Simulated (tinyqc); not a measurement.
# Worked calculation: two-diode model of a solar cell

Computed by the program tinyqc: `OMP_NUM_THREADS=1 python tinyqc.py 2280132 2280133 out.jsonl`, one thread of a shared Intel Xeon 2.30GHz, about 0.02 s for the whole run. Printed values are rounded.

J is the current delivered and Vj = V + J Rs the junction voltage. J = X JL - J01 (exp(Vj/(n1 Vt)) - 1) - J02 (exp(Vj/(2 Vt)) - 1) - Vj/Rp. The photocurrent does not depend on voltage.

Parameters, values chosen for the exercise; values of the order met in cells of a lead-halide perovskite: temperature T = 273 K; photocurrent at one sun JL = 21.1 mA/cm^2; concentration X = 1 suns; saturation current of the first diode J01 = 1.9e-24 A/cm^2; ideality factor of the first diode n1 = 1; series resistance Rs = 0.42 ohm cm^2; shunt resistance Rp = 500 ohm cm^2; incident power at one sun Pin = 100 mW/cm^2; saturation current of the second diode (ideality 2) J02 = 5.5e-13 A/cm^2.

Constants: q = 1.602176634e-19 C, kB = 1.380649e-23 J/K, Vt = kB T/q. Results are converted to the units shown.

## Starting value

Vj = 1 V.

Vj at the start = 1 V

## Iteration 1: new Vj

Maximum power: dP/dVj = f = J (1 + 2 Rs G) - G Vj = 0. G = -dJ/dVj = J01 exp(Vj/(n1 Vt))/(n1 Vt) + J02 exp(Vj/(2 Vt))/(2 Vt) + 1/Rp. H = dG/dVj; f' = -2 G - 2 Rs G^2 + (2 Rs J - Vj) H; Vj(new) = Vj - f/f'.

J = 18.1597 mA/cm^2
G = 0.0221016 S/cm^2
H = 0.432192 S/(cm^2 V)
f = -3.60475 mA/cm^2
f' = -0.470213 S/cm^2
Vj after iteration 1 = 0.992334 V

## Iteration 2: new Vj

As before.

J = 18.3171 mA/cm^2
G = 0.0190494 S/cm^2
H = 0.365943 S/(cm^2 V)
f = -0.293183 mA/cm^2
f' = -0.395911 S/cm^2
Vj after iteration 2 = 0.991593 V

## Iteration 3: new Vj

As before.

J = 18.3311 mA/cm^2
G = 0.0187806 S/cm^2
H = 0.360119 S/(cm^2 V)
f = -0.00241628 mA/cm^2
f' = -0.389404 S/cm^2
Vj after iteration 3 = 0.991587 V

## Course of the iteration

Stop when the step is below 1e-10 V, or after 60 iterations.

Course of the iteration:
```
iteration  Vj before the step (V)   step (V)
1                               1   -7.67e-3
2                        0.992334   -7.41e-4
3                        0.991593   -6.21e-6
4                        0.991587  -4.31e-10
5                        0.991587    < 1e-15
```

Converged in 5 iterations.

## Figures of merit

Jsc at V = 0, Voc at J = 0, the maximum power point where J (1 + 2 Rs G) = G Vj with G = -dJ/dVj; FF = Vmp Jmp/(Voc Jsc); efficiency Vmp Jmp/(X Pin). Empirical fill factor without parasitics FF0 = (v - ln(v + 0.72))/(v + 1), v = Voc/(n1 Vt).

Jsc = 21.0823 mA/cm^2
Voc = 1.13650 V
Vmp = 0.983888 V
Jmp = 18.3312 mA/cm^2
FF = 0.752747
efficiency = 18.0359 %
FF0 = 0.900782

FF is 16 % below FF0. Removing one loss at a time changes the efficiency by: second diode +2.19, shunt +1.95, series resistance +0.14 points.
